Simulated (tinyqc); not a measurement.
Inside a calculation. Method: ROHF in the sto-6g basis, for H4+, spin multiplicity 2. One step of it, computed by the program tinyqc.

Problem. Iteration 3: building the Fock matrix. J_ij = sum D_kl (ij|kl) with D = D(alpha) + D(beta), K_ij = sum D_kl (ik|jl) for each spin; F = H + J - K(s); E = tr D H + tr D J / 2 - 0.5 sum_s tr D(s) K(s) + E_nn.

D(alpha) after iteration 2:
```
           1H 1s      2H 1s      3H 1s      4H 1s
1H 1s   0.416491   0.416491  -0.050592  -0.050592
2H 1s   0.416491   0.416491  -0.050592  -0.050592
3H 1s  -0.050592  -0.050592   0.416491   0.416491
4H 1s  -0.050592  -0.050592   0.416491   0.416491
```

D(beta) after iteration 2:
```
          1H 1s     2H 1s     3H 1s     4H 1s
1H 1s  0.182949  0.182949  0.182949  0.182949
2H 1s  0.182949  0.182949  0.182949  0.182949
3H 1s  0.182949  0.182949  0.182949  0.182949
4H 1s  0.182949  0.182949  0.182949  0.182949
```

core Hamiltonian H = T + V (hartree):
```
           1H 1s      2H 1s      3H 1s      4H 1s
1H 1s  -1.254879  -0.374132  -0.182277  -0.077015
2H 1s  -0.374132  -1.254879  -0.077015  -0.182277
3H 1s  -0.182277  -0.077015  -1.254879  -0.374132
4H 1s  -0.077015  -0.182277  -0.374132  -1.254879
```

Two-electron integrals (ij|kl) in chemists' order, unique and non-zero (hartree):
```
(11|11) 0.774999   (21|11) 0.113282   (21|21) 0.026387   (22|11) 0.324011
(22|21) 0.113282   (22|22) 0.774999   (31|11) 0.048338   (31|21) 0.008503
(31|22) 0.028783   (31|31) 0.005628   (32|11) 0.014706   (32|21) 0.003628
(32|22) 0.016638   (32|31) 0.001823   (32|32) 0.000790   (33|11) 0.254225
(33|21) 0.051356   (33|22) 0.201311   (33|31) 0.048338   (33|32) 0.016638
(33|33) 0.774999   (41|11) 0.016638   (41|21) 0.003628   (41|22) 0.014706
(41|31) 0.001823   (41|32) 0.000768   (41|33) 0.014706   (41|41) 0.000790
(42|11) 0.028783   (42|21) 0.008503   (42|22) 0.048338   (42|31) 0.003335
(42|32) 0.001823   (42|33) 0.028783   (42|41) 0.001823   (42|42) 0.005628
(43|11) 0.051356   (43|21) 0.011754   (43|22) 0.051356   (43|31) 0.008503
(43|32) 0.003628   (43|33) 0.113282   (43|41) 0.003628   (43|42) 0.008503
(43|43) 0.026387   (44|11) 0.201311   (44|21) 0.051356   (44|22) 0.254225
(44|31) 0.028783   (44|32) 0.014706   (44|33) 0.324011   (44|41) 0.016638
(44|42) 0.048338   (44|43) 0.113282   (44|44) 0.774999
```

nuclear repulsion = 1.56951949 hartree

Give: Coulomb J; exchange K(alpha); exchange K(beta); F(alpha); F(beta); total energy of this density.

Solution.

Coulomb J (hartree):
```
        1H 1s   2H 1s   3H 1s   4H 1s
1H 1s  1.1580  0.2495  0.1162  0.0477
2H 1s  0.2495  1.1580  0.0477  0.1162
3H 1s  0.1162  0.0477  1.1580  0.2495
4H 1s  0.0477  0.1162  0.2495  1.1580
```

exchange K(alpha) (hartree):
```
        1H 1s   2H 1s   3H 1s   4H 1s
1H 1s  0.4245  0.2379  0.0435  0.0316
2H 1s  0.2379  0.4245  0.0316  0.0435
3H 1s  0.0435  0.0316  0.4245  0.2379
4H 1s  0.0316  0.0435  0.2379  0.4245
```

exchange K(beta) (hartree):
```
        1H 1s   2H 1s   3H 1s   4H 1s
1H 1s  0.2181  0.1273  0.0968  0.0803
2H 1s  0.1273  0.2181  0.0803  0.0968
3H 1s  0.0968  0.0803  0.2181  0.1273
4H 1s  0.0803  0.0968  0.1273  0.2181
```

F(alpha) (hartree):
```
         1H 1s    2H 1s    3H 1s    4H 1s
1H 1s  -0.5214  -0.3625  -0.1096  -0.0609
2H 1s  -0.3625  -0.5214  -0.0609  -0.1096
3H 1s  -0.1096  -0.0609  -0.5214  -0.3625
4H 1s  -0.0609  -0.1096  -0.3625  -0.5214
```

F(beta) (hartree):
```
         1H 1s    2H 1s    3H 1s    4H 1s
1H 1s  -0.3150  -0.2519  -0.1629  -0.1096
2H 1s  -0.2519  -0.3150  -0.1096  -0.1629
3H 1s  -0.1629  -0.1096  -0.3150  -0.2519
4H 1s  -0.1096  -0.1629  -0.2519  -0.3150
```

total energy of this density = -1.478332 hartree
